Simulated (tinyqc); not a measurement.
Tight binding, kagome lattice, step by step. One step of it, computed by the program tinyqc.

Question. Bloch Hamiltonian at k. H_AB = -t1 - t2 exp(-i k.a1), H_AC = -t1 - t2 exp(-i k.a2), H_BC = -t1 - t2 exp(i k.(a1 - a2)), H_CC = delta.

Parameters chosen for this model:
```
parameter     value                unit
t1         0.730000    eV, up triangles
t2         0.410000  eV, down triangles
delta             0        eV on site C
```

k point k (fractions of the reciprocal vectors): [-0.140000, -0.280000]

Give: H(k) at k.

Answer.

H(k) at k (eV), order A, B, C:
```
[[0.0000, -0.9913-0.3159i, -0.6532-0.4027i],
 [-0.9913+0.3159i, 0.0000, -0.9913-0.3159i],
 [-0.6532+0.4027i, -0.9913+0.3159i, 0.0000]]
```
